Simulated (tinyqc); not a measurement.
# Thermionic-field emission through a Schottky barrier, WKB, step by step

Program tinyqc, `OMP_NUM_THREADS=1 python tinyqc.py 2640105 2640106 out.jsonl`; Intel Xeon 2.30GHz, shared host, one thread, about 0.02 s. Printed values are rounded.

Metal on an n-type semiconductor with one parabolic valley; V > 0 is forward bias (metal positive). Energies E are counted from the conduction edge of the neutral semiconductor, whose Fermi level lies at -xi; that of the metal lies at -xi - V. The barrier is a parabola of height Vd = phi - xi - V (depletion approximation, no image force).

Parameters, values chosen for the exercise; band and dielectric values close to those of gallium nitride:
- T = 400 K (temperature)
- me = 0.197 m0 (electron mass)
- eps_r = 9.43 (relative permittivity)
- phi = 0.35 eV (barrier height seen from the metal)
- Nd = 8e17 cm^-3 (donor density)
- V = 0.087 V (bias)
- nE = 11 (points of the energy grid)
- Eb = 0.42 eV (upper end of the energy grid)

Constants: q = 1.602176634e-19 C, kB = 1.380649e-23 J/K, hbar = 1.054571817e-34 J s, h = 6.62607015e-34 J s, m0 = 9.1093837015e-31 kg, Vt = kB T/q, eps0 = 8.8541878128e-14 F/cm where lengths are in cm. Results are converted to the units shown.

Range of the model: The depletion approximation, a parabolic band and the neglect of image-force lowering make these currents estimates at high doping.

## Fermi level, barrier and E00

Nc = 2 (2 pi me m0 kB T/h^2)^1.5 (times 1e-6 for cm^-3); Nd = Nc F12(-xi/Vt), F12(x) = (2/sqrt(pi)) int_0^infinity sqrt(u)/(1 + exp(u - x)) du; E00 = (hbar/2) sqrt(Nd/(me m0 eps0 eps_r)) in SI units (volts). W = sqrt(2 eps0 eps_r Vd/(q Nd)).

Nc = 3.378154e18 cm^-3
xi = 0.04677563 eV
Vd = 0.2162244 V
W = 16.78407 nm
E00 = 12.18382 meV
E00/Vt = 0.3534683

By a common rule of thumb, E00/Vt below 0.5 marks thermionic emission, 0.5 to 5 thermionic-field emission and above 5 field emission. By that rule alone: thermionic emission; with a high barrier, tunnelling near its top can carry most of the current even below 0.5.

## Current density on a coarse grid

For E < Vd, ln T(E) = -(Vd/E00) [sqrt(1 - y) - y ln((1 + sqrt(1 - y))/sqrt(y))], y = E/Vd; T(E) = 1 above. J = A* T (q/kB) int_0^infinity T(E) N(E) dE, N = ln[(1 + exp((-xi - E)/Vt))/(1 + exp((-xi - V - E)/Vt))], A* = 4 pi q me m0 kB^2/h^3 (times 1e-4 for A/(cm^2 K^2)). Simpson's rule on nE equally spaced points from 0 to Eb.

```
point     E (eV)         T(E)            N       T(E) N
0      0.0000000  1.961736e-8    0.2086469  4.093101e-9
1      0.0420000  1.850257e-5   0.06727692  1.244796e-6
2      0.0840000  0.001312934   0.02045453  2.685545e-5
3      0.1260000   0.02965998  0.006099412  1.809085e-4
4      0.1680000    0.2704074  0.001808035  4.889061e-4
5      0.2100000    0.9435348  5.350013e-4  5.047924e-4
6      0.2520000            1  1.582247e-4  1.582247e-4
7      0.2940000            1  4.678708e-5  4.678708e-5
8      0.3360000            1  1.383431e-5  1.383431e-5
9      0.3780000            1  4.090566e-6  4.090566e-6
10     0.4200000            1  1.209504e-6  1.209504e-6
```

J = 6658.726 A/cm^2

The integrand peaks at E = 0.210 eV among these points, 0.97 of the barrier height. A converged quadrature gives 6525 A/cm^2 (this grid is 2.0 % above that), of which 26 % passes over the barrier.
